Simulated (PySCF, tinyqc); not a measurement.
CISD on RHF in the 6-31g basis, for H2, spin multiplicity 1, step by step. The lowest restricted solution is unstable here: a spin-polarised one lies 0.0027 hartree lower (PySCF). One step of it, computed by the program tinyqc.

Task: CISD: determinants and Hamiltonian. Slater-Condon rules over spin orbitals, with the nuclear repulsion added and E(HF) subtracted on the diagonal.

one-electron integrals over orbitals h = C^T H C (hartree):
```
           1          2          3         4
1  -0.978579   0.000000  -0.106463  0.000000
2   0.000000  -0.649957   0.000000  0.171416
3  -0.106463   0.000000   0.137488  0.000000
4   0.000000   0.171416   0.000000  0.133559
```

Two-electron integrals over orbitals (pq|rs), unique and non-zero (hartree):
```
(11|11) 0.508105    (21|21) 0.128973    (22|11) 0.437638    (22|22) 0.412591
(31|11) 0.106464    (31|22) 0.079207    (31|31) 0.081174    (32|21) 0.042365
(32|32) 0.052633    (33|11) 0.480185    (33|22) 0.422095    (33|31) 0.117721
(33|33) 0.488033    (41|21) -0.075714   (41|32) -0.065037   (41|41) 0.088971
(42|11) -0.123565   (42|22) -0.084568   (42|31) -0.079273   (42|33) -0.130859
(42|42) 0.087016    (43|21) -0.145766   (43|32) -0.075592   (43|41) 0.117206
(43|43) 0.203439    (44|11) 0.500301    (44|22) 0.443202    (44|31) 0.141745
(44|33) 0.511239    (44|42) -0.147584   (44|44) 0.548035
```

nuclear repulsion = 0.41085187 hartree

Hartree-Fock energy = -1.03820159 hartree

Give: determinants; H - E(HF) between determinants.

Result:

Occupation strings over the orbitals (2 doubly, a alpha, b beta, 0 empty; spin orbitals ordered 1a 1b 2a 2b ...): 2000 ab00 a0b0 a00b ba00 b0a0 b00a 0200 0ab0 0a0b 0ba0 0020 00ab 0b0a 00ba 0002

H - E(HF) between determinants (hartree):
```
         2000     ab00     a0b0     a00b     ba00     b0a0     b00a     0200
2000   0.0000   0.0000   0.0000   0.0000   0.0000   0.0000   0.0000   0.1290
ab00   0.0000   0.2582   0.0000   0.0479  -0.1290   0.0000   0.0757   0.0000
a0b0   0.0000   0.0000   1.0881   0.0000   0.0000  -0.0812   0.0000   0.0424
a00b   0.0000   0.0479   0.0000   1.1043   0.0757   0.0000  -0.0890   0.0000
ba00   0.0000  -0.1290   0.0000   0.0757   0.2582   0.0000   0.0479   0.0000
b0a0   0.0000   0.0000  -0.0812   0.0000   0.0000   1.0881   0.0000  -0.0424
b00a   0.0000   0.0757   0.0000  -0.0890   0.0479   0.0000   1.1043   0.0000
0200   0.1290   0.0000   0.0424   0.0000   0.0000  -0.0424   0.0000   0.5617
0ab0   0.0000   0.0424   0.0000  -0.1458   0.0273   0.0000   0.0793   0.0000
0a0b  -0.0757   0.0000  -0.1458   0.0000   0.0000   0.0650   0.0000   0.0868
0ba0   0.0000   0.0273   0.0000   0.0793   0.0424   0.0000  -0.1458   0.0000
0020   0.0812   0.0000   0.0113   0.0000   0.0000  -0.0113   0.0000   0.0526
00ab   0.0000  -0.0793   0.0000   0.0353   0.0650   0.0000  -0.1172   0.0000
0b0a   0.0757   0.0000   0.0650   0.0000   0.0000  -0.1458   0.0000  -0.0868
00ba   0.0000   0.0650   0.0000  -0.1172  -0.0793   0.0000   0.0353   0.0000
0002   0.0890   0.0000   0.1172   0.0000   0.0000  -0.1172   0.0000   0.0870

         0ab0     0a0b     0ba0     0020     00ab     0b0a     00ba     0002
2000   0.0000  -0.0757   0.0000   0.0812   0.0000   0.0757   0.0000   0.0890
ab00   0.0424   0.0000   0.0273   0.0000  -0.0793   0.0000   0.0650   0.0000
a0b0   0.0000  -0.1458   0.0000   0.0113   0.0000   0.0650   0.0000   0.1172
a00b  -0.1458   0.0000   0.0793   0.0000   0.0353   0.0000  -0.1172   0.0000
ba00   0.0273   0.0000   0.0424   0.0000   0.0650   0.0000  -0.0793   0.0000
b0a0   0.0000   0.0650   0.0000  -0.0113   0.0000  -0.1458   0.0000  -0.1172
b00a   0.0793   0.0000  -0.1458   0.0000  -0.1172   0.0000   0.0353   0.0000
0200   0.0000   0.0868   0.0000   0.0526   0.0000  -0.0868   0.0000   0.0870
0ab0   1.3587   0.0000  -0.0526   0.0000  -0.0756   0.0000  -0.0406   0.0000
0a0b   0.0000   1.3759   0.0000  -0.0756   0.0000  -0.0870   0.0000   0.0238
0ba0  -0.0526   0.0000   1.3587   0.0000  -0.0406   0.0000  -0.0756   0.0000
0020   0.0000  -0.0756   0.0000   2.2121   0.0000   0.0756   0.0000   0.2034
00ab  -0.0756   0.0000  -0.0406   0.0000   2.2313   0.0000  -0.2034   0.0000
0b0a   0.0000  -0.0870   0.0000   0.0756   0.0000   1.3759   0.0000  -0.0238
00ba  -0.0406   0.0000  -0.0756   0.0000  -0.2034   0.0000   2.2313   0.0000
0002   0.0000   0.0238   0.0000   0.2034   0.0000  -0.0238   0.0000   2.2642
```
